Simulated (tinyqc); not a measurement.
Finite-difference solution of the diffusion equation on a small grid: one step, computed by the program tinyqc. Command: `OMP_NUM_THREADS=1 python tinyqc.py 3016087 3016088 out.jsonl fdiff walk`. One thread of a shared host (Intel(R) Xeon(R) Processor @ 2.30GHz), about 0.01 s of CPU time with the checks.

dC/dt = D d2C/dx2 on nodes x_j = j dx, j = 0..7; the far end is sealed.

Question. Amplification factors. The mode of M with eigenvalue mu has its amplitude multiplied per step by g = (1 + (1 - theta) r mu)/(1 - theta r mu), with theta = 0 explicit, 1 implicit, 1/2 Crank-Nicolson; the explicit scheme is stable for r up to 2/|mu_min|.

Boundary at x = 0: fixed surface value. Scheme: explicit.

operator M, rows 0, 1, 2, 3, 4, 5, 6, 7:
```
[[0, 0, 0, 0, 0, 0, 0, 0],
 [1, -2, 1, 0, 0, 0, 0, 0],
 [0, 1, -2, 1, 0, 0, 0, 0],
 [0, 0, 1, -2, 1, 0, 0, 0],
 [0, 0, 0, 1, -2, 1, 0, 0],
 [0, 0, 0, 0, 1, -2, 1, 0],
 [0, 0, 0, 0, 0, 1, -2, 1],
 [0, 0, 0, 0, 0, 0, 2, -2]]
```

mesh ratio r = 0.29952

Give: eigenvalues mu of M; factors g; largest stable r of the explicit scheme.

Answer.

eigenvalues mu of M: [-3.950, -3.564, -2.868, -2.000, -1.132, -0.436, -0.050, 0.000]

factors g: [-0.183, -0.067, 0.141, 0.401, 0.661, 0.869, 0.985, 1.000]

largest stable r of the explicit scheme = 0.5063

The smallest factor is -0.183: the shortest waves flip sign at each step while they decay.
